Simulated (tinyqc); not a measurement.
What each parameter does: shallow donor in an anisotropic valley (effective-mass theory).

One valley: H = -c [(d2/dx2 + d2/dy2)/mt + (d2/dz2)/ml] - q/(eps r), c = hbar^2/2m0, q = e^2/(4 pi eps0). Trial function exp(-sqrt((x^2 + y^2)/a^2 + z^2/b^2)) with a > b: T = (c/3)(2/(mt a^2) + 1/(ml b^2)), V = -(q/eps) atan(u/b)/u, u = sqrt(a^2 - b^2). The central cell of the impurity is left out.

Constants: hbar^2/2m0 = 3.80998211 eV angstrom^2; e^2/(4 pi eps0) = 14.39964547 eV angstrom.

Values chosen for the exercise (out of a larger set: near those of GaP; not measured data):

| symbol | value | unit | meaning |
|---|---|---|---|
| ml | 1.983 | m0 | longitudinal mass |
| mt | 0.243 | m0 | transverse mass |
| eps | 11.1 |  | dielectric constant |

The minimum of the trial energy.

Results for these values:

| case | E (meV) | a (angstrom) | b (angstrom) | b/a |
|---|---|---|---|---|
| base | -47.31 | 16.74 | 8.00 | 0.478 |

What happens to each result for eps = 10, all else kept?

Answer: E falls from -47.31 to -58.29; a falls from 16.74 to 15.08; b falls from 8.00 to 7.21; b/a does not change at the printed digits.

The same for each parameter in turn:

| case | E (meV) | a (angstrom) | b (angstrom) | b/a |
|---|---|---|---|---|
| base | -47.31 | 16.74 | 8.00 | 0.478 |
| ml = 2.479 m0 | -49.54 | 16.24 | 7.19 | 0.443 |
| mt = 0.219 m0 | -43.58 | 18.31 | 8.45 | 0.461 |
| eps = 10 | -58.29 | 15.08 | 7.21 | 0.478 |

eps only rescales the solution (E as 1/eps^2, lengths as eps), so b/a depends on ml/mt alone.

Run: tinyqc, `OMP_NUM_THREADS=1 python tinyqc.py 1251734 1251735 out.jsonl`; Intel(R) Xeon(R) Processor @ 2.30GHz, one thread, shared host; about 0.01 s of CPU time with all checks.
